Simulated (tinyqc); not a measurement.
# Double-gate transistor below threshold, two-dimensional Poisson equation on a small mesh: effects of single changes

Half of a symmetric double-gate structure: row 0 is the mid-plane of the body, where the normal field vanishes. Mobile charge is neglected (subthreshold), the body is fully depleted, and potentials are counted from the intrinsic level; rows run upward to the gate, columns from source to drain.

Parameters, values chosen for the exercise; semiconductor permittivity close to that of silicon:
```
symbol,value,unit,meaning
T,273,K,temperature
eps_r,11.7,,relative permittivity of the semiconductor
eox,25,,relative permittivity of the insulator
tb,4,nm,half the body thickness
tox,4.5,nm,insulator thickness
L,27,nm,channel length
Na,0,cm^-3,acceptor density of the depleted body
Vbi,0.54,V,potential of the source
Vfb,-0.06,V,gate offset
Vg,0,V,gate voltage
Vd,0.7,V,drain voltage
```

Constants: q = 1.602176634e-19 C, kB = 1.380649e-23 J/K, Vt = kB T/q, eps0 = 8.8541878128e-14 F/cm where lengths are in cm. Results are converted to the units shown.

Each table varies one quantity; the others keep the values above.

## Effect of the relative permittivity of the insulator

Mesh: rows i = 0..12 in the semiconductor (step hs = tb/12, row 12 on the interface), then 8 step(s) ho = tox/8 up to the gate row 20; columns j = 0..80 (step hy = L/80). Box integration, divided by eps0: up_i = eps hy/h of the interval above row i, dn_i = that of the interval below (0 for row 0), lat_i = (sum of eps h/2 over the intervals above and below)/hy, s_i = -q Na w_i hy/eps0 with w_i the semiconductor height of the box (hs/2 for row 0 and the interface row, hs between, 0 in the insulator). Each free node obeys (up + dn + 2 lat) psi = up psi(above) + dn psi(below) + lat [psi(left) + psi(right)] + s. Fixed values: gate row Vg - Vfb; column 0 at Vbi and the last column at Vbi + Vd in the semiconductor, each running linearly to Vg - Vfb across the insulator. The system is solved directly. On row 0 the minimum of psi and its place come from a parabola through the three lowest nodes; barrier = Vbi - minimum, swing = Vt ln 10/(d psi/dVg), DIBL = (d psi/dVd)/(d psi/dVg) there. Lambda = pi/k with k the smallest positive root of tan(k tox) tan(k tb) = eox/eps_r.

Effect of the relative permittivity of the insulator:
```
eox  L/Lambda  barrier (V)  place y/L  swing (mV/decade)  DIBL (mV/V)
3.9     1.060       0.1967     0.3530              94.96        193.1
5.9     1.250       0.2599     0.3798              80.67        132.8
8.8     1.445       0.3111     0.3981              72.22        93.15
13      1.641       0.3501     0.4111              66.99        67.13
20      1.854       0.3815     0.4215              63.35        48.40
30      2.044       0.4019     0.4286              61.19        37.12
```

As eox goes from 3.9 to 30, the barrier rises from 0.197 to 0.402 V, the swing falls from 95.0 to 61.2 mV a decade and DIBL falls from 193 to 37.1 mV/V; the ideal swing is 54.2. L/Lambda goes from 1.1 to 2.0.

## Choice of the relaxation factor

Mesh: rows i = 0..2 in the semiconductor (step hs = tb/2, row 2 on the interface), then 1 step(s) ho = tox/1 up to the gate row 3; columns j = 0..5 (step hy = L/5). Sweeps go row by row from row 0, left to right, psi(new) = psi + omega (t - psi) with t the value that solves the node equation for the newest neighbours; free nodes start at zero; stop when the largest change is below 1e-7 V.

Result of one run:
```
omega  sweeps
1.6        33
```

What becomes of these results when the relaxation factor omega is changed from 1.6 to 1.1, all else the same?

Result of the changed run:
```
omega  sweeps
1.1        40
```

The whole series:
```
omega  sweeps
1          49
1.1        40
1.2        31
1.3        22
1.4        20
1.5        25
1.6        33
1.7        46
1.8        70
1.9       148
```

Gauss-Seidel (omega = 1) takes 49 sweeps; the fewest, 20, are at omega = 1.4, and omega = 1.9 takes 148. The Jacobi matrix of this mesh has spectral radius rho = 0.8604, so theory puts the best factor at 2/(1 + sqrt(1 - rho^2)) = 1.32.

## Effect of the gate voltage

Same model as above.

Results:
```
Vg (V)  L/Lambda  barrier (V)  place y/L  swing (mV/decade)  DIBL (mV/V)
-0.2       1.961       0.5688     0.4416              61.72        45.64
-0.12      1.961       0.4986     0.4362              61.82        44.21
-0.04      1.961       0.4286     0.4296              61.95        42.54
0.04       1.961       0.3588     0.4214              62.15        40.55
0.2        1.961       0.2200     0.3964              62.88        35.13
```

Estimate the missing row, Vg = 0.12 V.

Computed row:
```
Vg (V)  L/Lambda  barrier (V)  place y/L  swing (mV/decade)  DIBL (mV/V)
0.12       1.961       0.2892     0.4107              62.43        38.14
```

With this row back in the table: As Vg goes from -0.2 to 0.2 V, the barrier falls from 0.569 to 0.220 V, the swing rises from 61.7 to 62.9 mV a decade and DIBL falls from 45.6 to 35.1 mV/V; the ideal swing is 54.2. The barrier top moves from y/L = 0.442 to 0.396, towards the source.

tinyqc, about 0.1 s, one thread, Intel Xeon 2.30GHz (shared host): `OMP_NUM_THREADS=1 python tinyqc.py 2480115 2480116 out.jsonl`
